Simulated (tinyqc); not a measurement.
MOS inversion layer, Poisson-Schroedinger loop: mixing schemes compared.

Electrons confined at an insulator interface at z = 0, treated as a hard wall; parabolic valleys, Hartree approximation, no image or exchange terms. The depletion charge lies far deeper than the electrons and gives a uniform field q Nd/(eps0 eps_r); the gate balances all charge. Energies are counted from the band edge at the interface.

V0 = q Nd z/(eps0 eps_r) in eV.

Tridiagonal Hamiltonian with psi = 0 one step beyond both ends: H_ii = C (1/m_(i-1/2) + 1/m_(i+1/2))/hz^2 + V0_i + U_i, H_(i,i+1) = -C/(m_(i+1/2) hz^2), C = hbar^2/(2 m0). The lowest 2 level(s) are kept, normalised to hz sum |psi|^2 = 1. The mass is the same on all intervals.

Level k holds N_k = D_k Vt ln(1 + exp((EF - E_k)/Vt)) with D = md1 m0 q/(pi hbar^2) per eV (spin included); EF is fixed by sum N_k = Ns.

n_i = sum_k N_k |psi_k|^2 (converted to cm^-3). Hartree part by Gauss: on the interval before node i the electrons still beyond are S_i = Ns - hz sum_(j<i) n_j, and U_i = U_(i-1) + q S_i hz/(eps0 eps_r) in eV, U_0 = 0 at the interface. Mixing: U(new) = U + a (U(out) - U).

Rounds from U = 0 until the largest |U(out) - U| is below 1e-7 eV (the round that meets it is counted). Anderson mixing of depth m keeps the last m inputs V and residuals F = V(out) - V(in), fits c by least squares to F = dF c over their successive differences dF, dV, and sets V(new) = V + a F - (dV + a dF) c.

Values chosen for this exercise; masses and permittivity close to those of In0.53Ga0.47As:

| symbol | value | unit | meaning |
|---|---|---|---|
| T | 77 | K | temperature |
| eps_r | 13.6 |  | relative permittivity |
| mz1 | 0.0406 | m0 | mass along z of valley set A (1 valley(s)) |
| md1 | 0.0404 | m0 | in-plane density-of-states mass of set A |
| Ns | 4.1e11 | cm^-2 | sheet density of electrons |
| Nd | 1.7e12 | cm^-2 | sheet density of depletion charge |
| hz | 1.3 | nm | mesh step |

Constants: q = 1.602176634e-19 C, kB = 1.380649e-23 J/K, hbar = 1.054571817e-34 J s, m0 = 9.1093837015e-31 kg, Vt = kB T/q, eps0 = 8.8541878128e-14 F/cm where lengths are in cm, hbar^2/(2 m0) = 0.0380998212 eV nm^2. Results are converted to the units shown.

| node | z (nm) |
|---|---|
| 1 | 1.3 |
| 2 | 2.6 |
| 3 | 3.9 |
| 4 | 5.2 |
| 5 | 6.5 |
| 6 | 7.8 |
| 7 | 9.1 |
| 8 | 10.4 |
| 9 | 11.7 |
| 10 | 13 |
| 11 | 14.3 |
| 12 | 15.6 |
| 13 | 16.9 |
| 14 | 18.2 |
| 15 | 19.5 |
| 16 | 20.8 |
| 17 | 22.1 |
| 18 | 23.4 |
| 19 | 24.7 |

Rounds needed:

| a | depth m | rounds |
|---|---|---|
| 1 | plain | 6 |
| 0.8 | plain | 9 |
| 0.6 | plain | 15 |
| 0.4 | plain | 25 |
| 0.2 | plain | 56 |
| 0.1 | plain | 118 |
| 0.5 | 2 | 8 |
| 0.5 | 4 | 6 |
| 0.5 | 8 | 6 |

What do the numbers show?

Among the plain runs a = 1 is fastest, with 6 rounds: the response of the charge is weak enough that no damping is needed. Anderson mixing needs 6 to 8 rounds.

tinyqc, about 0.4 s, one thread, Intel Xeon 2.30GHz (shared host): `OMP_NUM_THREADS=1 python tinyqc.py 2160130 2160131 out.jsonl`
